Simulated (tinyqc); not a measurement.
## Gate work function from the charge

Question. For an undoped double gate, Q = 8 eps0 eps_r Vt beta tan(beta)/ts with 0 < beta < pi/2, and at the source (Vg - dphi)/(2 Vt) - ln[(2/ts) sqrt(2 eps0 eps_r Vt/(q ni))] = ln(beta) - ln(cos beta) + 2 r beta tan(beta), r = eps_r tox/(eox ts). Find beta and dphi.

Parameters, values chosen for the exercise; material values close to those of silicon: temperature T = 400 K; relative permittivity of the semiconductor eps_r = 11.8; relative permittivity of the gate insulator eox = 3.84; insulator thickness tox = 1.3 nm; body thickness ts = 10 nm; gate voltage Vg = 0.39 V.

Constants: q = 1.602176634e-19 C, kB = 1.380649e-23 J/K, Vt = kB T/q, eps0 = 8.8541878128e-14 F/cm where lengths are in cm. Results are converted to the units shown.

Qs = 17.583380 nC/cm^2
ni = 3.6677661e12 cm^-3

Answer. beta tan(beta) rises from 0 without bound on the interval, so the charge fixes beta; the second relation is then explicit in dphi.

beta = 0.2446
dphi = 0.03000 V

Numbers from tinyqc (`OMP_NUM_THREADS=1 python tinyqc.py 2440071 2440072 out.jsonl`; about 0.02 s on one thread of a shared Intel Xeon 2.30GHz).
